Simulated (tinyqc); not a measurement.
# Worked calculation: front-illuminated p-i-n photodiode, quantum efficiency and bandwidth

Numbers from tinyqc (`OMP_NUM_THREADS=1 python tinyqc.py 2250102 2250103 out.jsonl`; about 0.01 s on one thread of a shared Intel Xeon 2.30GHz). Printed values are rounded.

Light enters through a p layer (0 to xp), a depleted layer (xp to xp + wi) and a thick n substrate, decaying as exp(-al x); one pass, no back reflection. Carriers made in the depleted layer are all collected; those in the neutral layers diffuse.

Values chosen for this exercise; values close to those of In0.53Ga0.47As at this wavelength: wavelength lam = 1310 nm; absorption coefficient al = 11500 1/cm; reflectance of the front face Rf = 0.1; relative permittivity eps_r = 13.6; thickness of the front p layer xp = 0.81 um; thickness of the depleted layer wi = 0.27 um; electron diffusion coefficient in the p layer Dn = 84 cm^2/s; electron diffusion length in the p layer Ln = 14 um; recombination velocity of the front surface S = 4000 cm/s; hole diffusion length in the thick n substrate Lp = 32 um; electron drift velocity ve = 6.86e6 cm/s; hole drift velocity vh = 4.69e6 cm/s; diameter dia = 12 um; load resistance RL = 50 ohm; parasitic capacitance Cp = 60 fF; modulation frequency f = 72 GHz.

Constants: q = 1.602176634e-19 C, h = 6.62607015e-34 J s, c = 299792458 m/s, eps0 = 8.8541878128e-14 F/cm where lengths are in cm. Results are converted to the units shown.

## Quantum efficiency

k = al Ln, s = S Ln/Dn, e = exp(-al xp); front layer f1 = (k/(k^2 - 1)) {[s + k - e (s cosh(xp/Ln) + sinh(xp/Ln))]/[s sinh(xp/Ln) + cosh(xp/Ln)] - k e}; depleted layer f2 = e (1 - exp(-al wi)); substrate f3 = e exp(-al wi) al Lp/(1 + al Lp); external efficiency (1 - Rf)(f1 + f2 + f3); responsivity = efficiency q lam/(h c).

s = 0.0666667
f1 = 0.603949
f2 = 0.105156
f3 = 0.281166
external efficiency = 0.891244
responsivity = 0.941676 A/W

The front layer absorbs 60.6 % of the light that enters and collects 99.7 % of that. Diffusion from the neutral layers makes up 89.4 % of the current.

## Response at one frequency

Drift response for pairs made in the depleted layer, a = al wi, g = 1 - exp(-a), u = 2 pi i f, te = wi/ve, th = wi/vh: electrons He = [g - a (exp(-a) - exp(-u te))/(u te - a)]/(u te g), holes Hh = [g - a (1 - exp(-a - u th))/(a + u th)]/(u th g); C = eps0 eps_r pi (dia/2)^2/wi + Cp; total |He + Hh|/sqrt(1 + (2 pi f RL C)^2), for the current of the depleted layer alone.

te = 3.93586 ps
th = 5.75693 ps
He = 0.395927-0.271787i
Hh = 0.268039-0.287673i
|He + Hh| = 0.868243
C = 110.440 fF
total response = 0.322669

The drift response alone falls to 1/sqrt(2) at 113 GHz and the RC term alone at 28.8 GHz; together they give 27.6 GHz for this part of the current; the diffusion currents, left out, respond on their own time scales.
